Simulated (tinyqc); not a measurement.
Chemical vapour deposition: Grove model, boundary layer, depletion and step coverage. Changing the aspect ratio of the trench. Computed by tinyqc, a small Python program. Command: `OMP_NUM_THREADS=1 python tinyqc.py 3030342 3030343 out.jsonl cvd sweep`. One thread of a shared host (Intel(R) Xeon(R) Processor @ 2.30GHz), about 0.03 s of CPU time with the checks.

A precursor diffuses to the surface and reacts there at first order; each molecule that reacts adds one formula unit of film.

Inputs (values chosen for the exercise, close to those used for tungsten from its fluoride):
```
quantity                                     value    unit
prefactor k0 of k_s                          43000    cm/s
activation energy E                          0.756      eV
temperature T                                  500       C
total pressure p                               760    torr
mole fraction of the precursor Y             0.001       -
gas diffusivity D0 at 273.15 K and 760 torr   0.32  cm^2/s
precursor mass M                               298       u
trench width w                                0.58      um
```

Reactor: horizontal, atmospheric.

Constants: k_B = 1.380649e-23 J/K; u = 1.6605390666e-27 kg; k_B = 8.617333262e-05 eV/K.

Method:
- k_s = k0 exp(-E/(k_B T)); C_g = Y p/(k_B T), 1 torr = 133.322 Pa; D = D0 (T/273.15)^1.75 (760/p).
- Temperatures in kelvin are T(C) + 273.15.
- Mean speed c = sqrt(8 k_B T/(pi M)); reactive sticking probability beta = 4 k_s/c.
- In a long trench of width w and depth l = aspect ratio x w: Knudsen diffusivity D_K = (2w) c/3 (hydraulic diameter 2w), combined as 1/D_e = 1/D_K + 1/D; D_e d2C/dz2 = 2 k_s C/w with D_e dC/dz = -k_s C at the floor. With m = sqrt(2 k_s/(w D_e)): C(floor)/C(top) = 1/[cosh(m l) + (k_s/(D_e m)) sinh(m l)].

One run for each value:
```
aspect ratio of the trench  step coverage  modulus m l
2.0                                0.9997        0.019
3.7                                0.9992        0.036
7.0                                0.9974        0.068
13.0                               0.9914        0.127
24.0                               0.9722        0.234
46.0                               0.9056        0.448
86.0                               0.7268        0.837
160.0                              0.4016        1.557
300.0                              0.1070        2.920
```

Describe and explain the trends.

Over the rows, step coverage falls from 1.000 to 0.107 (exponent d ln y / d ln x -8.8e-4 between the first rows and -2.1 between the last); modulus m l rises from 0.0195 to 2.92 (exponent d ln y / d ln x about 1.00 throughout). The exponent of modulus m l stays at 1: the modulus is proportional to depth. Coverage stays near 1 while m l is below about 0.3 and falls as 1/cosh(m l) beyond.

Caution (all rows): the hydraulic-diameter form of D_K is rough for a slit.
